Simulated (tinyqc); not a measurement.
Inside a calculation: optical transitions of a finite quantum well. Values are carried at full precision from step to step, so a last printed digit may differ when a step is redone from the rounded ones.

Each carrier sees a square well of width L with its own depth V and masses m (inside), mb (outside); c = hbar^2/2m0, k = sqrt(m E/c), kappa = sqrt(mb (V - E)/c), and level n solves k L + 2 atan[(k/m)/(kappa/mb)] = n pi. The envelope is cos(kz) for odd n and sin(kz) for even n inside, joins exp(-kappa (|z| - L/2)) outside, and is normalised to 1. Excitons and band mixing are left out.

Constants: hbar^2/2m0 = 3.80998211 eV angstrom^2; hc = 1239.841984 eV nm; fine-structure constant alpha = 0.007297352564.

Inputs chosen for the exercise (near those of a GaAs well in AlGaAs; not measured data): L = 92 angstrom (well width); Eg = 1.503 eV (gap of the well); Vc = 0.219 eV (conduction offset); Vv = 0.118 eV (valence offset); me = 0.068 m0 (electron, well); meb = 0.0894 m0 (electron, barrier); mh = 0.36 m0 (heavy hole along z, well); mhb = 0.411 m0 (heavy hole, barrier); ml = 0.086 m0 (light hole along z, well); mlb = 0.1151 m0 (light hole, barrier); Ns = 0.78 x 1e12/cm^2 (electrons in e1); n_r = 3.31 (refractive index); G = 8 meV (half width of the line).

## Confinement energies

Up to three levels for each carrier.

Levels:
```
level  E (eV)  k (1/angstrom)  kappa (1/angstrom)
e1     0.0332         0.02434             0.06603
e2     0.1285         0.04789             0.04609
hh1    0.0083         0.02795             0.10880
hh2    0.0327         0.05559             0.09592
hh3    0.0717         0.08231             0.07067
lh1    0.0232         0.02286             0.05353
lh2    0.0874         0.04442             0.03039
```

## Interband transitions

From e1 and e2 to each hole level: E = Eg + E_e + E_h, wavelength hc/E, squared overlap of the envelopes, and the strength |<S|p|v>|^2 in units of P^2 at the subband edge: overlap^2 times 1/2 (hh) or 1/6 (lh) for light polarised in the plane (TE), times 0 (hh) or 2/3 (lh) along z (TM).

Transitions:
```
pair    E (eV)  wavelength (nm)  overlap^2      TE      TM
e1-hh1  1.5445            802.8     0.9834  0.4917  0.0000
e1-lh1  1.5593            795.1     0.9964  0.1661  0.6643
e1-hh2  1.5689            790.3     0.0000  0.0000  0.0000
e1-hh3  1.6079            771.1     0.0104  0.0052  0.0000
e1-lh2  1.6236            763.6     0.0000  0.0000  0.0000
e2-hh1  1.6397            756.1     0.0000  0.0000  0.0000
e2-lh1  1.6546            749.3     0.0000  0.0000  0.0000
e2-hh2  1.6642            745.0     0.9232  0.4616  0.0000
e2-hh3  1.7032            728.0     0.0000  0.0000  0.0000
e2-lh2  1.7189            721.3     0.9692  0.1615  0.6462
```

The edge is e1-hh1 at 803 nm. Pairs of opposite parity vanish exactly; e1-hh3 is allowed by parity and reaches 0.0104, only because the two envelopes leak differently into the barriers.

## Intersubband transitions from e1

z_1j = <1|z|j>; 1/m1 = <1|1/m|1>; f_1j = (m1/c)(E_j - E_1) z_1j^2, which sums to 1 over all bound and continuum states.

Transitions:
```
pair  E (meV)  wavelength (micrometre)  |z| (angstrom)       f
1-2      95.3                    13.01           23.93  0.9839
```

m1 = 0.0687 m0
sum of f over bound states = 0.9839

The continuum carries the remaining 0.0161. With hard walls z_12 = 16 L/(9 pi^2) = 16.57 angstrom and f_12 = 256/(27 pi^2) = 0.9607.

## Absorption of one well

For light polarised along z (a real waveguide or Brewster geometry adds an angle factor), with all electrons in e1 and none in e2, the peak fractional absorption is 4 pi alpha Ns c f_12/(n_r m1 G) and the area under the Lorentzian line is pi G times that, c = hbar^2/2m0; 1e12/cm^2 = 1e-4/angstrom^2. EF - E1 = 2 pi c Ns/m1 at zero temperature.

peak absorption = 1.473 %
area = 37.03 % meV
EF - E1 = 27.2 meV

EF lies below e2, as assumed.

## Checks

- Sum of f over all levels of a difference grid (60 cells across the well) against 1: 0.999 against 1.000.
- The strength f_12 on that grid against the matched envelopes: 0.983 against 0.984.

(tinyqc, `OMP_NUM_THREADS=1 python tinyqc.py 1282183 1282184 out.jsonl`, Intel(R) Xeon(R) Processor @ 2.30GHz, 1 thread, shared host, about 0.1 s.)
